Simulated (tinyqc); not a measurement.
CIS on RHF in the 6-31g basis, for H-, spin multiplicity 1, step by step. The basis has no diffuse functions, so it cannot describe the extra electron: this is an exercise in the method, not the real anion. One step of it, computed by the program tinyqc.

Task: CIS matrix, triplets. A(ia,jb) = (e_a - e_i) d_ij d_ab - (ij|ab).

orbital energies (hartree): MO1 0.055212, MO2 1.486923

Two-electron integrals over orbitals (pq|rs), unique and non-zero (hartree):
```
(11|11) 0.532867   (21|11) 0.138978   (21|21) 0.136050   (22|11) 0.591309
(22|21) 0.243852   (22|22) 0.778941
```

Give: CIS matrix A, triplet.

Result:

CIS matrix A, triplet (hartree):
```
       1>2
1>2  0.840
```
